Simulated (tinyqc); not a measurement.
UKS/LDA (VWN5) in the sto-3g basis, for Li, spin multiplicity 2, step by step. One step of it, computed by the program tinyqc.

Question. Orthogonalisation. S = U s U^T; symmetric (Loewdin) form X = U s^(-1/2) U^T, so that X^T S X = 1.

overlap S, lower triangle:
```
           1Li 1s    1Li 2s   1Li 2px   1Li 2py   1Li 2pz
1Li 1s   1.000000
1Li 2s   0.241137  1.000000
1Li 2px  0.000000  0.000000  1.000000
1Li 2py  0.000000  0.000000  0.000000  1.000000
1Li 2pz  0.000000  0.000000  0.000000  0.000000  1.000000
```

Give: eigenvalues of S; X.

Answer.

eigenvalues of S: 0.759  1.000  1.000  1.000  1.241

X, lower triangle:
```
         1Li 1s  1Li 2s  1Li 2px  1Li 2py  1Li 2pz
1Li 1s    1.023
1Li 2s   -0.125   1.023
1Li 2px   0.000   0.000    1.000
1Li 2py   0.000   0.000    0.000    1.000
1Li 2pz   0.000   0.000    0.000    0.000    1.000
```
